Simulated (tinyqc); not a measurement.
MOS structure on a p-type body with a doping step (retrograde), non-linear Poisson equation by Newton steps: one step of the calculation.

One dimension, insulator interface at x = 0, acceptor density N1 for x < x1 and Na beyond, net doping C = -(acceptor density). psi is counted from the intrinsic level: n = ni exp((psi - Vb)/Vt), p = ni exp(-psi/Vt); deep in the body psi_b = -Vt ln(Na/ni). The gate acts through Cox = eps0 eox/tox and has the potential psi_G = Vg - (phiM - chi - Vt ln(Nc/ni)). Boltzmann statistics, full ionisation, classical densities, no oxide or interface charge.

Question. Newton step. Solve the tridiagonal system a_(i-1) d_(i-1) + b_i d_i + a_i d_(i+1) = -F_i for nodes 0 to 12, with d = 0 on fixed nodes. Each component d is damped to sign(d) Vt ln(1 + |d|/Vt) before it is added.

Parameters, values chosen for the exercise:
```
symbol  value  unit      meaning
T         300     K  temperature
```

Constants: q = 1.602176634e-19 C, kB = 1.380649e-23 J/K, Vt = kB T/q. Results are converted to the units shown.

coupling a_i, interval 0 to 12 (F/cm^2): 2.0895883e-5  1.3394797e-5  8.6346625e-6  5.4989166e-6  3.5416751e-6  2.2912153e-6  1.4511030e-6  9.3285193e-7  6.0045641e-7  3.8553290e-7  2.4758155e-7  1.5830215e-7  1.0143633e-7

```
node  diagonal b (F/cm^2)  residual F (C/cm^2)
0              -736.88239           -19.049883
1              -1705.1449           -44.081404
2              -2264.4175           -58.539720
3              -2771.2891           -71.643364
4              -2943.9548           -76.107120
5              -2511.6315           -64.930696
6              -1565.1877           -40.463231
7              -571.67639           -14.778978
8              -92.439374           -2.3897427
9              -4.2750051          -0.11051741
10           -0.027873677        -7.2065166e-4
11          -9.0251870e-6        -3.4417508e-7
12          -2.5976023e-7        -1.8953806e-7
```

psi at the start, node 0 to 13 (V): 1.0604238  1.0578120  1.0537376  1.0474169  1.0374920  1.0220821  0.9982622  0.9606518  0.9021468  0.8112550  0.6696937  0.4492551  0.1044932  -0.4335442

Find: Newton step d, before damping; psi after iteration 1.

Answer.

Newton step d, before damping, node 0 to 12 (V): -0.02585  -0.02585  -0.02585  -0.02585  -0.02585  -0.02585  -0.02585  -0.02585  -0.02585  -0.02585  -0.02586  -0.05220  -0.76148
psi after iteration 1, node 0 to 13 (V): 1.0425  1.0399  1.0358  1.0295  1.0196  1.0042  0.9803  0.9427  0.8842  0.7933  0.6518  0.4207  0.0162  -0.4335

Program tinyqc, `OMP_NUM_THREADS=1 python tinyqc.py 2080127 2080128 out.jsonl`; Intel Xeon 2.30GHz, shared host, one thread, about 0.4 s.
